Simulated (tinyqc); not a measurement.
## Length offset and series resistance from crossing lines

Inverse problem. R_total = Rs + k (L - dL)/Vo with constant Rs, dL and k. Find k, dL and Rs.

R_total at (L, Vo) = (60, 0.44), (120, 0.44), (60, 0.88) and (120, 0.88), L in nm and Vo in V (ohm um): [413.18182, 754.09091, 266.59091, 437.04545]

Answer. At each overdrive R is a straight line in L with slope k/Vo; the two lines cross at L = dL, R = Rs.

k = 2.50 ohm um V/nm
dL = 8.40 nm
Rs = 120 ohm um

Computed by the program tinyqc: `OMP_NUM_THREADS=1 python tinyqc.py 2282120 2282121 out.jsonl`, one thread of a shared Intel Xeon 2.30GHz, about 0.04 s for the whole run.
